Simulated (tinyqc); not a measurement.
From results back to parameters: Koster-Slater impurity in an sp3s* host.

Problem. In the Koster-Slater model a defect shifts the s level of its site by Vs and the p levels by Vp; an A1 level solves 1/Vs = G_s(E) and a T2 level 1/Vp = G_p(E), E from the top of the valence band. A defect has an A1 level at E = 0.5952 eV, one of the energies of the table, and a T2 level at 0.9919 eV.

G(E) of the host (1/eV):

| E (eV) | G_s | G_p |
|---|---|---|
| 0.0000 | 0.0302503 | 0.2428126 |
| 0.1984 | 0.0220695 | 0.1773912 |
| 0.3968 | 0.0128258 | 0.1408532 |
| 0.5952 | 0.0019733 | 0.1124314 |
| 0.7935 | -0.0113026 | 0.0877240 |
| 0.9919 | -0.0283624 | 0.0645259 |
| 1.1903 | -0.0517456 | 0.0410435 |
| 1.3887 | -0.0869678 | 0.0149750 |
| 1.5871 | -0.1497143 | -0.0184574 |

Find: Vs, Vp.

Solution. Read G_s and G_p at the two energies and invert them. Vs is repulsive and pushes its level up from the valence bands. Vp is repulsive and pushes its level up from the valence bands.

Vs, Vp (eV): 506.8  15.5

(tinyqc, `OMP_NUM_THREADS=1 python tinyqc.py 1451665 1451666 out.jsonl`, Intel(R) Xeon(R) Processor @ 2.30GHz, 1 thread, shared host, about 0.03 s.)
